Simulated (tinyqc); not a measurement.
Silicon n-p-n transistor, Gummel numbers and transit times: two steps of the calculation.

One-dimensional n-p-n transistor in the forward active mode at low injection. In the base p(x) = NB exp(-eta x/wb) and ni(x)^2 = ni^2 exp((g0 + g1 x/wb)/Vt); electrons leave the base at vsat; band spikes at the emitter junction and recombination inside the emitter are ignored.

Values chosen for this exercise; band and dielectric values close to those of silicon:
```
symbol    value    unit                                             meaning
T           300       K                                         temperature
Eg         1.13      eV                                            band gap
eps_r      11.5                                       relative permittivity
Nc      2.77e19   cm^-3              conduction-band density of states at T
Nv      2.68e19   cm^-3                 valence-band density of states at T
vsat        1e7    cm/s                                 saturation velocity
wb          300      nm                                  neutral base width
NB       8.5e17   cm^-3                     base doping at the emitter edge
eta           0                              doping falls as exp(-eta x/wb)
g0            0      eV       gap reduction at the emitter edge of the base
g1            0      eV      further gap reduction across the base (linear)
Dn           12  cm^2/s          electron diffusion coefficient in the base
NE       3.3e19   cm^-3                                      emitter doping
gE        0.122      eV  gap reduction in the emitter (negative: wider gap)
we           69      nm                               neutral emitter width
Dp          1.5  cm^2/s           hole diffusion coefficient in the emitter
Se          7e5    cm/s       recombination velocity at the emitter contact
tb         2e-7       s                       electron lifetime in the base
NC       9.9e15   cm^-3                                    collector doping
VCB         1.6       V                         collector-base reverse bias
```

Constants: q = 1.602176634e-19 C, kB = 1.380649e-23 J/K, Vt = kB T/q, eps0 = 8.8541878128e-14 F/cm where lengths are in cm. Results are converted to the units shown.

Problem 1. Base Gummel number and transit time. f(x) = p(x) ni^2/ni(x)^2; I(x) = integral from x to wb of f/Dn, plus f(wb)/vsat; base Gummel number GB = I(0); electron density per unit flux n/(J/q) = I/f; base transit time tauB = integral of I/f over the base. Trapezoid rule on 11 equal steps.

Find: x; f; I; I/f; GB; tauB.

Solution 1.

x, point 0 to 11 (nm): [0.0, 27.3, 54.5, 81.8, 109.1, 136.4, 163.6, 190.9, 218.2, 245.5, 272.7, 300.0]
f, point 0 to 11 (cm^-3): [8.500e17, 8.500e17, 8.500e17, 8.500e17, 8.500e17, 8.500e17, 8.500e17, 8.500e17, 8.500e17, 8.500e17, 8.500e17, 8.500e17]
I, point 0 to 11 (s/cm^4): [2.210e12, 2.017e12, 1.824e12, 1.630e12, 1.437e12, 1.244e12, 1.051e12, 8.577e11, 6.645e11, 4.714e11, 2.782e11, 8.500e10]
I/f, point 0 to 11 (s/cm): [2.600e-6, 2.373e-6, 2.145e-6, 1.918e-6, 1.691e-6, 1.464e-6, 1.236e-6, 1.009e-6, 7.818e-7, 5.545e-7, 3.273e-7, 1.000e-7]
GB = 2.210e12 s/cm^4
tauB = 40.50 ps

Problem 2. Gain, Early voltage and collector delay. ni = sqrt(Nc Nv) exp(-Eg/(2 Vt)), Eg in volts; GE = NE exp(-gE/Vt)(we/Dp + 1/Se); JC = J0 exp(VBE/Vt), J0 = q ni^2/GB; gain limited by back injection GE/GB, by base recombination tb/tauB, together 1/beta = the sum of the inverses; collector layer one-sided, Wc = sqrt(2 eps0 eps_r (Vbc + VCB)/(q NC)), Vbc = Vt ln(p(wb) NC/ni^2), Cjc = eps0 eps_r/Wc; Early voltage VA = GB q p(wb)/(f(wb) Cjc [1/Dn - (eta + g1/Vt)/(wb vsat)]), f(wb) = p(wb) exp(-(g0 + g1)/Vt), p(wb) = NB exp(-eta); tauC = Wc/(2 vsat).

GB = 2.21e12 s/cm^4
tauB = 40.5 ps

Wanted: ni; GE; J0; GE/GB; tb/tauB; beta; Wc; Cjc; VA; tauC.

Solution 2.

ni = 8.7847e9 cm^-3
GE = 1.7751e12 s/cm^4
J0 = 5.5946e-12 A/cm^2
GE/GB = 0.80320
tb/tauB = 4938.3
beta = 0.80307
Wc = 559.20 nm
Cjc = 0.18209 fF/um^2
VA = 233.35 V
tauC = 2.7960 ps

The gain is limited more by back injection into the emitter. beta VA = 187 V.

Range of the model: Heavy doping makes emitter or base degenerate; gE and g0 are to be read as apparent gap changes that include this.

tinyqc, about 0.01 s, one thread, Intel Xeon 2.30GHz (shared host): `OMP_NUM_THREADS=1 python tinyqc.py 2320006 2320007 out.jsonl`
